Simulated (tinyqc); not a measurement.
# MOS capacitor on an n-type substrate, surface potential from the exact charge relation: what changes with what

Uniform n-type substrate, Boltzmann statistics, full ionisation, classical densities. psi is the surface potential against the body (positive when the bands bend down) and u = -psi/Vt. Traps are spread evenly over the gap and neutral at flat band, so their charge is -q Dit psi; the minority quasi-Fermi level is shifted by Vb.

Values chosen for this exercise; band and dielectric values those of a made-up semiconductor: temperature T = 350 K; band gap Eg = 1.24 eV; relative permittivity eps_r = 9.18; conduction-band density of states at T Nc = 4.28e19 cm^-3; valence-band density of states at T Nv = 2.84e19 cm^-3; electron affinity chi = 3.7 eV; donor density of the substrate N = 8.3e17 cm^-3; relative permittivity of the gate insulator (close to silicon dioxide) eox = 3.9; insulator thickness tox = 10 nm; gate work function phiM = 4.81 eV; fixed charge at the interface, in units of q Nf = 0 cm^-2; density of interface traps Dit = 0 cm^-2 eV^-1; reverse bias of the inversion layer against the body Vb = 1.5 V.

Constants: q = 1.602176634e-19 C, kB = 1.380649e-23 J/K, Vt = kB T/q, eps0 = 8.8541878128e-14 F/cm where lengths are in cm. Results are converted to the units shown.

Each table varies one quantity; the others keep the values above.

## Capacitance-voltage curves

ni = sqrt(Nc Nv) exp(-Eg/(2 Vt)), Eg in volts; phiF = Vt ln(N/ni); Cox = eps0 eox/tox; Vfb = phiM - chi - Vt ln(Nc/N) - q Nf/Cox; Q0 = sqrt(2 eps0 eps_r q N Vt); r = (ni/N)^2 exp(-Vb/Vt); VT = Vfb - [(2 phiF + Vb)(1 + q Dit/Cox) + sqrt(2 eps0 eps_r q N (2 phiF + Vb))/Cox]. u = -psi/Vt; F^2 = exp(-u) + u - 1 + r (exp(u) - u - 1); Qs = +sign(u) Q0 F; Cs = -dQs/dpsi = (Q0/Vt) |1 - exp(-u) + r (exp(u) - 1)|/(2 F). psi solves Vg = Vfb + psi + (q Dit psi - Qs)/Cox. Low frequency: 1/C_LF = 1/Cox + 1/(Cs + q Dit). High frequency, in the simple estimate in which traps and minority carriers do not follow: 1/C_HF = 1/Cox + 1/Cd, Cd being Cs with r = 0 at the same psi. Deep depletion: r = 0 and Dit = 0 both in the equation for psi and in Cs. Minority sheet density N_inv = (Q0/(2 q)) int_0^u r (exp(t) - 1)/F(t) dt for u > 0. N_inv under 1 cm^-2 is printed as 0. Regimes: accumulation when majority carriers gather, then depletion up to |psi| = phiF + Vb, weak inversion up to 2 phiF + Vb, strong inversion beyond.

Results:
```
Vg (V)    psi (V)  C_LF/Cox  C_HF/Cox  C_deep/Cox  N_inv (cm^-2)            regime
1.64     0.067652   0.92925   0.92925     0.92925              0      accumulation
1.05    0.0087165   0.85817   0.85817     0.85817              0      accumulation
0.45     -0.12512   0.68202   0.68202     0.68202              0         depletion
-0.14    -0.35898   0.54002   0.54002     0.54002              0         depletion
-0.73    -0.65595   0.45976   0.45976     0.45976              0         depletion
-1.92     -1.3590   0.36870   0.36870     0.36870              0         depletion
-2.52     -1.7469   0.33942   0.33942     0.33942              0         depletion
-3.11     -2.1436   0.31651   0.31651     0.31651       1.3838e5    weak inversion
-3.7      -2.5350   0.55526   0.29843     0.29770      5.4477e10  strong inversion
-4.3      -2.6283   0.93811   0.29461     0.28163      1.0672e12  strong inversion
-4.89     -2.6544   0.96703   0.29358     0.26813      2.2650e12  strong inversion
```

Estimate the missing row, Vg = -1.33 V.

Computed row:
```
Vg (V)   psi (V)  C_LF/Cox  C_HF/Cox  C_deep/Cox  N_inv (cm^-2)     regime
-1.33   -0.99708   0.40640   0.40640     0.40640              0  depletion
```

With this row back in the table: C_LF/Cox is lowest, 0.317, at Vg = -3.11 V (weak inversion) among the rows listed and is 0.967 in the last row, where C_HF/Cox is 0.294 and the deep-depletion value 0.268. Vfb = 0.991 V, where C_HF/Cox = 0.846 (Cox in series with eps0 eps_r/LD), and VT = -3.66 V. Over the last two rows psi moves by only 0.044 V a volt of gate bias, since the inversion charge screens the body. In strong accumulation and inversion degeneracy and confinement, left out here, lower the capacitance.

## Effect of the reverse bias of the inversion layer against the body on threshold and swing

ni = sqrt(Nc Nv) exp(-Eg/(2 Vt)), Eg in volts; phiF = Vt ln(N/ni); Cox = eps0 eox/tox; Vfb = phiM - chi - Vt ln(Nc/N) - q Nf/Cox; VT = Vfb - [(2 phiF + Vb)(1 + q Dit/Cox) + sqrt(2 eps0 eps_r q N (2 phiF + Vb))/Cox]. gamma = sqrt(2 eps0 eps_r q N)/Cox; Wm = sqrt(2 eps0 eps_r (2 phiF + Vb)/(q N)); m = 1 + (eps0 eps_r/Wm + q Dit)/Cox; swing m Vt ln 10; Cmin/Cox = 1/(1 + Cox Wm/(eps0 eps_r)).

In this table Dit = 0 cm^-2 eV^-1.

The same in every row: Vfb (V) = 0.99108; 2 phiF (V) = 1.0145; gamma (V^0.5) = 1.3465.

Effect of the reverse bias of the inversion layer against the body on threshold and swing:
```
Vb (V)   VT (V)  Wm (nm)       m  swing (mV/decade)  Cmin/Cox
0       -1.3797   35.217  1.6684             115.87   0.40062
0.4     -2.0248   41.584  1.5661             108.76   0.36145
0.8     -2.6372   47.098  1.4998             104.16   0.33324
1.2     -3.2272   52.030  1.4524             100.87   0.31148
1.6     -3.8006   56.534  1.4164             98.362   0.29396
2       -4.3612   60.705  1.3877             96.376   0.27941
2.4     -4.9115   64.607  1.3643             94.749   0.26704
2.8     -5.4532   68.287  1.3447             93.386   0.25634
```

Read the table: what changes, and by how much?

As Vb goes from 0 to 2.8, VT falls from -1.38 to -5.45 V, the swing falls from 116 to 93.4 mV/decade and Cmin/Cox falls from 0.401 to 0.256. Vfb does not move. The slope |dVT/dVb| between the first two rows is 1.61, close to m (VT is counted against the body; against the source it is m - 1).

## Effect of the fixed charge at the interface on threshold and swing

Same model as above.

The same in every row: 2 phiF (V) = 1.015; gamma (V^0.5) = 1.346; Wm (nm) = 55.44; m = 1.425; swing (mV/decade) = 98.93; Cmin/Cox = 0.2980.

Results:
```
Nf (cm^-2)  Vfb (V)  VT (V)
-4e11         1.177  -3.473
-2e11         1.084  -3.566
2e11         0.8983  -3.751
4e11         0.8055  -3.844
6e11         0.7127  -3.937
8e11         0.6199  -4.030
```

Estimate the missing row, Nf = 0 cm^-2.

Computed row:
```
Nf (cm^-2)  Vfb (V)  VT (V)
0            0.9911  -3.659
```

With this row back in the table: As Nf goes from -4e11 to 8e11, VT falls from -3.47 to -4.03 V, the swing stays at 98.9 mV/decade and Cmin/Cox stays at 0.298. The whole change of VT is that of Vfb: the curve shifts rigidly.

Program tinyqc, `OMP_NUM_THREADS=1 python tinyqc.py 2060030 2060031 out.jsonl`; Intel Xeon 2.30GHz, shared host, one thread, about 0.01 s.
